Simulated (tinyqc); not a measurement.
What moves the order: mean-field antiferromagnet of the Hubbard model on the square lattice.

e(k) = -2 t (cx + cy) - 4 t2 cx cy, ci = cos ki; one electron a site; Q = (pi, pi). <n_up - n_dn> = m cos(Q.R) gives Delta = U m/2 and bands E = e+ -/+ sqrt(e-^2 + Delta^2), e+- = (e(k) +- e(k + Q))/2 (the constant U/2 is dropped). Means run over the mesh k_i = 2 pi (j + 1/2)/N of the whole zone: mu from mean(f(E-) + f(E+)) = 1; m(out) = mean of Delta (f(E-) - f(E+))/sqrt(e-^2 + Delta^2); free energy per site F = -kT mean[ln(1 + exp(-(E- - mu)/kT)) + ln(1 + exp(-(E+ - mu)/kT))] + mu + U m^2/4. Order at T > 0 in two dimensions is an artefact of mean field.

Constants: kB = 8.617333262e-05 eV/K.

Parameters, chosen for this exercise:

| symbol | value | unit | meaning |
|---|---|---|---|
| t | 0.77 | eV | nearest hopping |
| t2 | 0 | eV | second hopping |
| U | 5.39 | eV | on-site repulsion |
| T | 100 | K |  |

Mesh N = 48, start m = 0.9; the gap (negative: overlap) is read for that Delta on the unshifted mesh N = 64.

One parameter was then changed.

Results before and after:

| case | m | Delta (eV) | gap (eV) |
|---|---|---|---|
| base | 0.8655 | 2.3326 | 4.6652 |
| changed | 0.8855 | 2.6250 | 5.2500 |

Which of these changes was made? (a) t2 = -0.039 eV; (b) U = 5.929 eV; (c) T = 700 K; (d) t = 0.847 eV.
Answer: (b) U = 5.929 eV. Of the candidates, run in turn, only this one gives the changed row.

All candidates:

| case | m | Delta (eV) | gap (eV) |
|---|---|---|---|
| base | 0.8655 | 2.3326 | 4.6652 |
| U = 5.929 eV | 0.8855 | 2.6250 | 5.2500 |
| t = 0.847 eV | 0.8428 | 2.2714 | 4.5429 |
| t2 = -0.039 eV | 0.8655 | 2.3326 | 4.5092 |
| T = 700 K | 0.8655 | 2.3326 | 4.6652 |

tinyqc: `OMP_NUM_THREADS=1 python tinyqc.py 1682771 1682772 out.jsonl`; about 0.2 s, one thread, shared Intel(R) Xeon(R) Processor @ 2.30GHz.
